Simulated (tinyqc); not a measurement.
Surface photovoltage measurement of the minority-carrier diffusion length in a wafer. Changing the diffusion length L. Computed by tinyqc, a small Python program. Command: `OMP_NUM_THREADS=1 python tinyqc.py 3130562 3130563 out.jsonl spv sweep`. One thread of a shared host (Intel(R) Xeon(R) Processor @ 2.30GHz), about 0.02 s of CPU time with the checks.

Low injection, steady light, a depletion layer much thinner than 1/alpha and L. The excess density dn is taken at the front edge of the neutral region; light that reaches the back is lost.

Inputs (values chosen for the exercise, modelled on p-type silicon at room temperature): wafer thickness W = 725 micrometre; diffusivity D = 32.9 cm^2/s; front recombination velocity S_f = 7600 cm/s; back recombination velocity S_b = 970 cm/s; photon flux entering = 1e+12 1/(cm^2 s); minority density at the surface barrier scale n_0 = 9e+09 1/cm^3; temperature T = 298 K; wavelength = 826 nm; relative noise of each reading = 0.2 %.

normal deviates g for the noise: [0.33, -0.40, 1.52, -0.31, -0.32, -0.36, -0.51]

Constants: k_B = 8.617333262e-05 eV/K.

Method:
- alpha = (84.732/lambda - 76.417)^2 per cm with lambda in micrometre (an empirical fit for silicon between 0.7 and 1.05 micrometre).
- Thick wafer: dn = Phi L/((S_f + D/L)(L + 1/alpha)). Finite wafer, with s = S_b L/D, w = W/L, a = alpha L: dn = [Phi a/(a^2 - 1)] [a - B - exp(-alpha W)(a - s)/(cosh w + s sinh w)]/(S_f + B D/L), B = (sinh w + s cosh w)/(cosh w + s sinh w).
- Photovoltage V = (k_B T/e) ln(1 + dn/n_0). Lifetime = L^2/D.
- Readings y = (Phi/dn) (1 + noise x g) at 780, 830, 880, 920, 950, 975 and 995 nm; a least-squares line y = c (1/alpha + L_app) gives L_app = intercept/slope.

One run for each value; columns: (1) diffusion length L (micrometre); (2) apparent length L_app (micrometre); (3) error of L_app (rounded to 0.001) (%); (4) dn, finite wafer (1/cm^3); (5) B:
```
(1)      (2)      (3)         (4)     (5)
8       8.06    0.714  7.2624e+06  1.0000
15     15.07    0.495  1.7154e+07  1.0000
29     29.11    0.391  3.5103e+07  1.0000
54     54.20    0.367  5.7482e+07  1.0000
100   100.41    0.408  8.0123e+07  1.0000
190   191.21    0.639  9.9519e+07  0.9997
370   370.89    0.240  1.1329e+08  1.0017
700   619.14  -11.552  1.2050e+08  1.0915
1300  807.99  -37.847  1.2335e+08  1.4757
2500  896.57  -64.137  1.2432e+08  2.4851
```

Over the rows, apparent length L_app (micrometre) rises from 8.06 to 897 (exponent d ln y / d ln x 1.00 between the first rows and 0.16 between the last); error of L_app (rounded to 0.001) (%) lies between -64.1 and 0.714 without a single trend; dn, finite wafer (1/cm^3) rises from 7.26e6 to 1.24e8 (exponent d ln y / d ln x 1.4 between the first rows and 0.012 between the last).

Extremes, crossings and ranges named in words are read from the listed rows.
